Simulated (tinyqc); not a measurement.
Threshold-voltage variability of a planar MOSFET, analytic estimates: one step of the calculation.

Three independent sources add in quadrature: random dopants in the depleted layer, metal-gate grains of two orientations, and roughness of the two gate edges acting through the roll-off VT = VT(long) - Vr exp(-L/l). These are first-order estimates: no three-dimensional electrostatics, no percolation.

Task. A rough gate as parallel slices. Eight equal slices in parallel have lengths L_i with mean L. Slice threshold shift: -Vr [exp(-L_i/l) - exp(-L/l)]; off current of a slice against the smooth gate: (L/L_i) exp(-shift/(n Vt)); the device has the mean.

Inputs (values chosen for the exercise); material values those of a made-up semiconductor: temperature T = 300 K; gate length L = 45 nm; decay length of the threshold roll-off l = 7.7 nm; prefactor of the roll-off Vr = 2.6 V; subthreshold factor n = 1.27.

Constants: q = 1.602176634e-19 C, kB = 1.380649e-23 J/K, Vt = kB T/q. Results are converted to the units shown.

```
slice,L_i - L (nm)
0,1.6
1,0
2,0.1
3,1
4,1.1
5,-0.9
6,0.8
7,-3.7
```

Give: shift; Ioff factor; Ioff of the device against the smooth gate.

Result.

```
slice,shift (mV),Ioff factor
0,1.413,0.9250
1,0.000,1.000
2,0.097,0.9948
3,0.917,0.9513
4,1.003,0.9468
5,-0.934,1.050
6,0.743,0.9605
7,-4.646,1.255
```

Ioff of the device against the smooth gate = 1.010

Program tinyqc, `OMP_NUM_THREADS=1 python tinyqc.py 2090034 2090035 out.jsonl`; Intel Xeon 2.30GHz, shared host, one thread, about 0.01 s.
